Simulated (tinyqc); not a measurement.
# Worked calculation: ballistic Schottky-barrier transistor with a two-dimensional channel, WKB contacts

tinyqc, about 0.2 s, one thread, Intel Xeon 2.30GHz (shared host): `OMP_NUM_THREADS=1 python tinyqc.py 2390020 2390021 out.jsonl` Printed values are rounded.

Source Fermi level 0, drain Fermi level -Vd. Far from the contacts Ec = pn - psi, and the gate moves psi one to one; the band edges relax as exp(-x/lam) from pn at the source and pn - Vd at the drain; Ev = Ec - Eg. A carrier of energy w inside the channel band meets at a contact a barrier of height D (the contact edge beyond the channel edge): T = 1 for w >= D, else exp(-S), S = 4 lam sqrt(m/C) [sqrt(D - w) - sqrt(w) arctan sqrt((D - w)/w)], C = hbar^2/(2 m0). The two contacts combine as Ts Td/(Ts + Td - Ts Td).

Parameters, values chosen for the exercise; channel values close to those of a molybdenum disulphide layer: temperature T = 300 K; band gap Eg = 1.7 eV; barrier for electrons at both contacts pn = 0.2 eV; electron mass mn = 0.46 m0; hole mass mp = 0.61 m0; valleys or subbands g = 2; screening length at the contacts lam = 1.8 nm; drain bias Vd = 0.1 V; band shift psi of the channel by the gate ps = -1.23 V; energy of one carrier inside the channel band w0 = 0.78 eV; upper end of the grid wm = 1.5 eV; points of the grid nE = 13.

Constants: q = 1.602176634e-19 C, kB = 1.380649e-23 J/K, hbar = 1.054571817e-34 J s, h = 6.62607015e-34 J s, m0 = 9.1093837015e-31 kg, Vt = kB T/q, hbar^2/(2 m0) = 0.0380998212 eV nm^2. Results are converted to the units shown.

Range of the model: No scattering, image-force lowering, channel charge or band-to-band tunnelling; parabolic kappa overstates S deep in the gap.

## Band edges and barriers

Electrons: Ds = psi, Dd = psi - Vd, Es = Ec, Ed = Ec + Vd. Holes: Ds = -psi, Dd = Vd - psi, Es = -Ev, Ed = -Ev - Vd. The size of each current is taken; both flow from drain to source and add.

Ec = 1.43 eV
Ev = -0.27 eV
D for electrons (eV): source -1.23000, drain -1.33000
D for holes (eV): source 1.23000, drain 1.33000

A negative D is no barrier. Here the holes carry the larger current.

## Transmission of one of the holes

S and T at both contacts for w = w0, and the tunnelling distance lam ln(D/w) at the higher barrier.

S at the source = 2.79797
S at the drain = 3.59329
combined T = 0.0193182
tunnelling distance = 0.960553 nm

## Current of the holes on a coarse grid

I/W = g (2 q^2/h) int T(w) [N(Es + w) - N(Ed + w)] dw with w the energy of motion along the channel, N(y) = (1/2 pi) sqrt(pi m kB T/C) Fm(-y/kB T), Fm(x) = (1/sqrt(pi)) int_0^infinity u^(-1/2)/(1 + exp(u - x)) du. Electrons: Ds = psi, Dd = psi - Vd, Es = Ec, Ed = Ec + Vd. Holes: Ds = -psi, Dd = Vd - psi, Es = -Ev, Ed = -Ev - Vd. The size of each current is taken; both flow from drain to source and add. Simpson's rule on nE equally spaced w from 0 to wm.

| point | w (eV) | Ts | Td | T | size of the supply difference (1/um) |
|---|---|---|---|---|---|
| 0 | 0.00000 | 1.32962e-14 | 3.72111e-15 | 2.90743e-15 | 0.247379 |
| 1 | 0.12500 | 2.29634e-8 | 6.85017e-9 | 5.27623e-9 | 0.00196738 |
| 2 | 0.25000 | 3.27192e-6 | 1.04408e-6 | 7.91510e-7 | 1.56309e-5 |
| 3 | 0.37500 | 9.64377e-5 | 3.30589e-5 | 2.46200e-5 | 1.24187e-7 |
| 4 | 0.50000 | 0.00123180 | 4.55964e-4 | 3.32892e-4 | 9.86665e-10 |
| 5 | 0.62500 | 0.00904489 | 0.00363869 | 0.00260157 | 7.83902e-12 |
| 6 | 0.75000 | 0.0439288 | 0.0193691 | 0.0136253 | 6.22808e-14 |
| 7 | 0.87500 | 0.152410 | 0.0745197 | 0.0526856 | 4.94820e-16 |
| 8 | 1.00000 | 0.393180 | 0.217015 | 0.162566 | 3.93133e-18 |
| 9 | 1.12500 | 0.759435 | 0.488916 | 0.423351 | 3.12343e-20 |
| 10 | 1.25000 | 1 | 0.845818 | 0.845818 | 2.48156e-22 |
| 11 | 1.37500 | 1 | 1 | 1 | 1.97159e-24 |
| 12 | 1.50000 | 1 | 1 | 1 | 1.56642e-26 |

current = 5.11609e-10 uA/um

A converged quadrature gives 5.019e-10 uA/um; this grid is 1.9 % above that. Under 0.001 % of it passes over both barriers, the rest tunnels. The other carrier adds 5.86e-22 uA/um.
